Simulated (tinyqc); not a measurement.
Schottky emission and Poole-Frenkel conduction in an insulator, and how to tell them apart: two steps of the calculation.

Schottky emission (electrode-limited): J = As T^2 exp[-(pb - b sqrt(F))/Vt], b = sqrt(q/(4 pi eps0 ei)). Poole-Frenkel emission (bulk-limited): J = s0 F exp[-(pt - 2 b sqrt(F))/Vt]. F in V/cm.

Parameters, values chosen for the exercise; dielectric values close to those of zirconium oxide: temperature T = 325 K; high-frequency relative permittivity ei = 5.05; static relative permittivity es = 25.8; trap depth pt = 1.28 eV; Poole-Frenkel prefactor s0 = 0.34 S/cm; electrode barrier pb = 1.17 eV; Richardson constant As = 39 A/(cm^2 K^2); field F = 1.5 MV/cm.

Constants: q = 1.602176634e-19 C, kB = 1.380649e-23 J/K, Vt = kB T/q, eps0 = 8.8541878128e-14 F/cm where lengths are in cm. Results are converted to the units shown.

Problem 1. Both currents at one field. Lowerings b sqrt(F) and 2 b sqrt(F); the image-force maximum lies at sqrt(q/(16 pi eps0 ei F)) from the electrode.

Wanted: Schottky lowering; position of the barrier top; Poole-Frenkel lowering; J, Schottky; J, Poole-Frenkel.

Solution 1.

Schottky lowering = 206.8 meV
position of the barrier top = 0.6894 nm
Poole-Frenkel lowering = 413.6 meV
J, Schottky = 4.772e-9 A/cm^2
J, Poole-Frenkel = 1.874e-8 A/cm^2

Injection and bulk transport act in series, so the smaller capacity limits the current: here the electrode, by a factor of 3.93.

Problem 2. Which mechanism made these data. The data come from another sample of the same dielectric, in which one mechanism alone limits the current. Fit straight lines by least squares: ln J on sqrt(F) (Schottky plot, slope b/Vt) and ln(J/F) on sqrt(F) (Poole-Frenkel plot, slope 2 b/Vt), F in V/cm, and read a permittivity from each slope. The right mechanism gives a value near ei, and in any case between ei and es.

| point | F (MV/cm) | J (A/cm^2) |
|---|---|---|
| 0 | 1.12 | 3.196e-8 |
| 1 | 1.97 | 3.614e-6 |
| 2 | 2.81 | 0.0001382 |
| 3 | 3.66 | 0.00313 |
| 4 | 4.5 | 0.04739 |

Wanted: slope of the Schottky plot; permittivity read as Schottky; slope of the Poole-Frenkel plot; permittivity read as Poole-Frenkel.

Solution 2.

slope of the Schottky plot = 0.01336 (cm/V)^0.5
permittivity read as Schottky = 1.028
slope of the Poole-Frenkel plot = 0.01206 (cm/V)^0.5
permittivity read as Poole-Frenkel = 5.050

Both plots are nearly straight, so straightness decides nothing. Read as Poole-Frenkel the data give 5.05, which matches ei = 5.05; read as Schottky they give 1.03, far below ei. The data are Poole-Frenkel.

Program tinyqc, `OMP_NUM_THREADS=1 python tinyqc.py 2370118 2370119 out.jsonl`; Intel Xeon 2.30GHz, shared host, one thread, about 0.01 s.
